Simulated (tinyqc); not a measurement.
CIS on RHF in the sto-3g basis, for H4, spin multiplicity 1, step by step. One step of it, computed by the program tinyqc.

Task: CIS singlet states. Diagonalise A (1 hartree = 27.211386 eV); each vector has its largest component positive (the first on a tie). The transition dipole is mu = sqrt2 sum c_ia <i|r|a>.

CIS matrix A, singlet (hartree), order 1>3, 1>4, 2>3, 2>4:
```
[[0.750290, 0.000000, 0.000000, -0.032228],
 [0.000000, 1.162279, 0.044078, 0.000000],
 [0.000000, 0.044078, 0.580873, 0.000000],
 [-0.032228, 0.000000, 0.000000, 1.034190]]
```

dipole integrals <i|r|a> (bohr), order 1>3, 1>4, 2>3, 2>4:
```
[[0.000000, 0.000000, 0.000000],
 [0.000000, 0.000000, 0.346506],
 [0.000000, 0.000000, -1.607054],
 [0.000000, 0.000000, 0.000000]]
```

Give: singlet excitation energies; lowest vectors; oscillator strengths 2/3 w |mu|^2.

Result:

singlet excitation energies (eV): [15.7159, 20.3181, 28.2400, 31.7176]

lowest vectors, order 1>3, 1>4, 2>3, 2>4:
```
[[0.0000, 0.9938, -0.1114, 0.0000],
 [-0.0752, 0.0000, 0.0000, 0.9972],
 [0.9972, 0.0000, 0.0000, 0.0752],
 [0.0000, 0.1114, 0.9938, 0.0000]]
```

oscillator strengths 2/3 w |mu|^2: [2.0424, 0.0000, 0.0000, 0.0785]
